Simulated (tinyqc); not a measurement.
Inside a calculation. Model: short-channel transistor, virtual-source model with series resistance.

Computed by the program tinyqc: `OMP_NUM_THREADS=1 python tinyqc.py 2380049 2380050 out.jsonl`, one thread of a shared Intel Xeon 2.30GHz, about 0.01 s for the whole run. Printed values are rounded.

The current per gate width is the charge at the top of the source barrier (the virtual source) times its velocity times a saturation function; al and be are fitting constants of the model. Units: I in uA/um, Rs in ohm um, so I Rs = 1e-6 I Rs in volts; Q in uC/cm^2, so I = 1e-4 Q vx0 Fsat with vx0 in cm/s.

Values chosen for this exercise: temperature T = 293 K; inversion capacitance Cinv = 2.17 uF/cm^2; velocity at the virtual source vx0 = 8.41e6 cm/s; apparent mobility mu = 180 cm^2/(V s); channel length L = 12 nm; threshold at zero drain voltage VT0 = 0.345 V; drain-induced barrier lowering dl = 0.158 V/V; subthreshold factor n0 = 1.1; growth of n with drain voltage nd = 0 1/V; threshold shift (in units of Vt) from weak to strong inversion al = 3.5; sharpness of saturation be = 1.4; series resistance of each contact Rs = 200 ohm um; gate voltage Vgs = 0.63 V; drain voltage Vds = 0.75 V.

Constants: q = 1.602176634e-19 C, kB = 1.380649e-23 J/K, Vt = kB T/q. Results are converted to the units shown.

## Iteration 1: current through the series resistance

I at the start = 0 uA/um

Intrinsic voltages Vg' = Vgs - I Rs, Vd' = Vds - 2 I Rs. n = n0 + nd Vd', VT = VT0 - dl Vd', Ff = 1/(1 + exp((Vg' - VT + al Vt/2)/(al Vt))), Q = Cinv n Vt ln(1 + exp((Vg' - VT + al Vt Ff)/(n Vt))), Vdsat = (vx0 L/mu)(1 - Ff) + Vt Ff, Fsat = u/(1 + u^be)^(1/be) with u = Vd'/Vdsat, and I(out) = Q vx0 Fsat per width. (Fsat takes the sign of u.) I(new) = I(out).

Vg' = 0.63 V
Vd' = 0.75 V
VT = 0.2265 V
Ff = 0.00626812
Q = 0.876797 uC/cm^2
Vdsat = 0.0558735 V
Fsat = 0.981585
I(out) = 723.807 uA/um
I after iteration 1 = 723.807 uA/um

## Iteration 2: current through the series resistance

As before.

Vg' = 0.485239 V
Vd' = 0.460477 V
VT = 0.272245 V
Ff = 0.0516501
Q = 0.472125 uC/cm^2
Vdsat = 0.0544749 V
Fsat = 0.965506
I(out) = 383.362 uA/um
I after iteration 2 = 383.362 uA/um

## Iteration 3: current through the series resistance

As before.

Vg' = 0.553328 V
Vd' = 0.596655 V
VT = 0.250728 V
Ff = 0.0193751
Q = 0.660357 uC/cm^2
Vdsat = 0.0554696 V
Fsat = 0.975090
I(out) = 541.526 uA/um
I after iteration 3 = 541.526 uA/um

## Course of the iteration: current through the series resistance

Stop when I changes by less than 1e-7 uA/um, or after 80 iterations.

Course of the iteration:

| iteration | I (uA/um) | \|change\| (uA/um) |
|---|---|---|
| 1 | 723.807 | 724 |
| 2 | 383.362 | 340 |
| 3 | 541.526 | 158 |
| 4 | 467.379 | 74.1 |
| 5 | 502.026 | 34.6 |
| 6 | 485.809 | 16.2 |
| 7 | 493.394 | 7.58 |
| 8 | 489.845 | 3.55 |
| 9 | 491.505 | 1.66 |
| ... | ... | ... |
| 23 | 490.976 | 3.99e-5 |
| 24 | 490.976 | 1.87e-5 |
| 25 | 490.976 | 8.74e-6 |
| 26 | 490.976 | 4.09e-6 |
| 27 | 490.976 | 1.91e-6 |
| 28 | 490.976 | 8.95e-7 |
| 29 | 490.976 | 4.19e-7 |
| 30 | 490.976 | 1.96e-7 |
| 31 | 490.976 | 9.16e-8 |

Converged in 31 iterations. At the end each change is about 0.47 times the one before, with alternating sign: linear convergence.

## What the series resistance costs

converged I = 490.976 uA/um
I0 = 723.807 uA/um

Intrinsic voltages Vg' = Vgs - I Rs, Vd' = Vds - 2 I Rs. n = n0 + nd Vd', VT = VT0 - dl Vd', Ff = 1/(1 + exp((Vg' - VT + al Vt/2)/(al Vt))), Q = Cinv n Vt ln(1 + exp((Vg' - VT + al Vt Ff)/(n Vt))), Vdsat = (vx0 L/mu)(1 - Ff) + Vt Ff, Fsat = u/(1 + u^be)^(1/be) with u = Vd'/Vdsat, and I = Q vx0 Fsat per width. I0 is the current for Rs = 0. Effective velocity I/Q; transit time L Q/I.

loss against I0 = 32.1676 %
effective velocity = 8.17936e6 cm/s
transit time = 0.146711 ps

The carriers leave the virtual source at 97.3 % of vx0: the device is in saturation.
